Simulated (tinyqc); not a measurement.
# Gate sheet resistance from two finger widths

Inverse problem. At low frequency R = Rsh Wf/(3 L) + B/Wf, where B collects the channel and vertical terms. Find Rsh, B and the width of lowest R.

Values chosen for this exercise: channel length L = 0.24 um.

input resistance of single fingers, contacted at one end, of width 1.6 and 5.1 um (ohm): [72.305556, 61.639706]

Solution. R Wf is a straight line in Wf^2; the minimum of R lies where both terms are equal.

Rsh = 6.10 ohm/square
B = 94.0 ohm um
width of lowest R = 3.33 um

tinyqc, about 0.01 s, one thread, Intel Xeon 2.30GHz (shared host): `OMP_NUM_THREADS=1 python tinyqc.py 2262091 2262092 out.jsonl`
